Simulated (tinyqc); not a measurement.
Inside a calculation: exchange-split free-electron bands and tunnelling magnetoresistance. Values are carried at full precision from step to step, so a last printed digit may differ when a step is redone from the rounded ones.

Majority and minority bands E = c k^2/m -/+ Dx/2, c = hbar^2/2m0, so k_up = sqrt(m (EF + Dx/2)/c), k_dn = sqrt(m (EF - Dx/2)/c); n_s = k_s^3/(6 pi^2), D_s = m k_s/(4 pi^2 c).

Constants: hbar^2/2m0 = 3.80998211 eV angstrom^2.

Inputs chosen for the exercise:
```
symbol  value  unit      meaning
EF      5.31   eV        Fermi energy above the mean band bottom
Dx      3.11   eV        exchange splitting
m       1.14   m0        mass in the electrodes
mb      0.31   m0        mass in the barrier
phi     1.25   eV        barrier height above EF
d       17.5   angstrom  barrier thickness
```

## The two Fermi spheres

Give k_s, n_s, D_s, the moment per electron (n_up - n_dn)/n and three polarisations: of D, of D v and of D v^2 (v proportional to k).

k_up, k_dn (1/angstrom): [1.4332, 1.0600]

n_up, n_dn (1/angstrom^3): [0.04971, 0.02011]

D_up, D_dn (1/(eV angstrom^3)): [0.01086, 0.00803]

moment per electron = 0.4240 muB

polarisations: D 0.1497, D v 0.2928, D v^2 0.4240

The three numbers differ although they describe one band structure: each probe (density of states, ballistic current, diffusive current) weights the velocity differently.

## Transmissions

Barrier: kappa = sqrt(mb phi/c), c = hbar^2/2m0. With a = k1/m, b = k2/m, w = kappa/mb, the transmission at normal incidence is T(k1, k2) = 4 a b w^2/[w^2 (a + b)^2 + (w^2 + a^2)(w^2 + b^2) sinh^2(kappa d)]. Parallel: G_P = T(up, up) + T(dn, dn); antiparallel: G_AP = 2 T(up, dn); TMR = (G_P - G_AP)/G_AP. Julliere: TMR = 2 P^2/(1 - P^2). Slonczewski factor: P_eff = P_k (w^2 - a_up a_dn)/(w^2 + a_up a_dn), P_k = (k_up - k_dn)/(k_up + k_dn).

Evaluate kappa and the three T.

kappa = 0.3189 1/angstrom
kappa d = 5.581

T: up-up 5.459e-05, dn-dn 5.624e-05, up-dn 5.541e-05

The minority channel transmits more, by a factor 1.03; the common factor exp(-2 kappa d) is 1.42e-05.

## Magnetoresistance

From the T, and from the Julliere formula with P_k and with P_eff.

TMR from T = 0.01 %
P_k = 0.1497
P_eff = -0.0074
Julliere with P_k = 4.58 %
Julliere with P_eff = 0.01 %

The interface factor is -0.050: it reverses the sign of the tunnelling polarisation. The plain Julliere value lies 4.6 points above the result and the one with P_eff 0.00 points from it. Symmetry filtering in crystalline barriers, which gives far larger values, is outside this model.

## Checks

- TMR of a thick barrier against the Julliere formula with P_eff: both 0.0001106.

Run: tinyqc, `OMP_NUM_THREADS=1 python tinyqc.py 1681406 1681407 out.jsonl`; Intel(R) Xeon(R) Processor @ 2.30GHz, one thread, shared host; about 0.01 s of CPU time with all checks.
